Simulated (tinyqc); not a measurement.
# Undoped symmetric double-gate MOSFET, analytic potential model, step by step

Program tinyqc, `OMP_NUM_THREADS=1 python tinyqc.py 2440097 2440098 out.jsonl`; Intel Xeon 2.30GHz, shared host, one thread, about 0.01 s. Printed values are rounded.

An undoped body of thickness ts between two equal insulators and tied gates; long channel, electrons only, n = ni exp((psi - V)/Vt) with V the quasi-Fermi potential (0 at the source, Vd at the drain), constant mobility, no quantisation. Across the body psi(x) = V - 2 Vt ln[(ts/(2 beta)) sqrt(q ni/(2 eps0 eps_r Vt)) cos(2 beta x/ts)], x from the centre. Q is the electron charge per area of the whole body.

Values chosen for this exercise; material values those of a made-up semiconductor: temperature T = 400 K; band gap Eg = 1.42 eV; relative permittivity of the semiconductor eps_r = 9.99; conduction-band density of states at T Nc = 3.36e19 cm^-3; valence-band density of states at T Nv = 3.8e19 cm^-3; relative permittivity of the gate insulator eox = 7.73; insulator thickness tox = 5.1 nm; body thickness ts = 6 nm; gate work function less that of the intrinsic body dphi = -0.08 V; channel mobility mu = 800 cm^2/(V s); gate length L = 0.5 um; gate voltage Vg = 0.44 V; drain voltage Vd = 0.05 V.

Constants: q = 1.602176634e-19 C, kB = 1.380649e-23 J/K, Vt = kB T/q, eps0 = 8.8541878128e-14 F/cm where lengths are in cm. Results are converted to the units shown.

Range of the model: In a body this thin, quantum confinement raises the threshold; it is left out.

## Constants of the body

ni = sqrt(Nc Nv) exp(-Eg/(2 Vt)), Eg in volts; r = eps_r tox/(eox ts); V0 = dphi + 2 Vt ln[(2/ts) sqrt(2 eps0 eps_r Vt/(q ni))].

ni = 4.050001e10 cm^-3
r = 1.098512
V0 = 0.5564383 V

## Iteration 1: beta at the source by Newton steps

beta at the start = 0.3

With V = 0: f = ln(beta) - ln(cos beta) + 2 r beta tan(beta) - (Vg - V0)/(2 Vt); f' = 1/beta + tan(beta) + 2 r [tan(beta) + beta/cos^2(beta)]; beta(new) = beta - f/f'.

f = 0.7346169
f' = 5.044466
beta after iteration 1 = 0.1543717

## Iteration 2: beta at the source by Newton steps

As before.

f = -0.1146403
f' = 7.322730
beta after iteration 2 = 0.1700271

## Course of the iteration: beta at the source by Newton steps

Stop when beta changes by less than 1e-11, or after 40 iterations. beta must stay between 0 and pi/2.

Course of the iteration:

| iteration | beta | \|change\| |
|---|---|---|
| 1 | 0.1543717 | 0.146 |
| 2 | 0.1700271 | 0.0157 |
| 3 | 0.1706327 | 6.06e-4 |
| 4 | 0.1706335 | 7.77e-7 |
| 5 | 0.1706335 | 1.27e-12 |

Converged in 5 iterations. At the end the number of correct digits about doubles with each step.

## Charges and drain current

beta_s = 0.1706335
beta_d = 0.08759455

beta (between 0 and pi/2) solves (Vg - V0 - V)/(2 Vt) = ln(beta) - ln(cos beta) + 2 r beta tan(beta). Q = 8 eps0 eps_r Vt beta tan(beta)/ts; I = mu (1/L)(4 eps0 eps_r/ts)(2 Vt)^2 [g(beta_s) - g(beta_d)] per width, g = beta tan(beta) - beta^2/2 + r beta^2 tan^2(beta), with beta_s at V = 0 and beta_d at V = Vd.

Qs = 11.95248 nC/cm^2
Qd = 3.127179 nC/cm^2
g(beta_s) = 0.01579341
g(beta_d) = 0.003921091
I = 0.5323588 uA/um

The term r beta^2 tan^2(beta), which gives the square law, makes up 6.01 % of g at the source.

## Potential and electron density across the body at the source

| point | x/ts |
|---|---|
| 0 | 0 |
| 1 | 0.1 |
| 2 | 0.2 |
| 3 | 0.3 |
| 4 | 0.4 |
| 5 | 0.45 |
| 6 | 0.5 |

psi(x) as above with V = 0 and beta = beta_s; n = ni exp(psi/Vt).

| point | psi (V) | n (cm^-3) |
|---|---|---|
| 0 | 0.5145383 | 1.231268e17 |
| 1 | 0.5145785 | 1.232703e17 |
| 2 | 0.5146990 | 1.237022e17 |
| 3 | 0.5149002 | 1.244264e17 |
| 4 | 0.5151826 | 1.254500e17 |
| 5 | 0.5153544 | 1.260769e17 |
| 6 | 0.5155468 | 1.267825e17 |

The density at the surface is 1.03 times that at the centre (1/cos^2 beta).
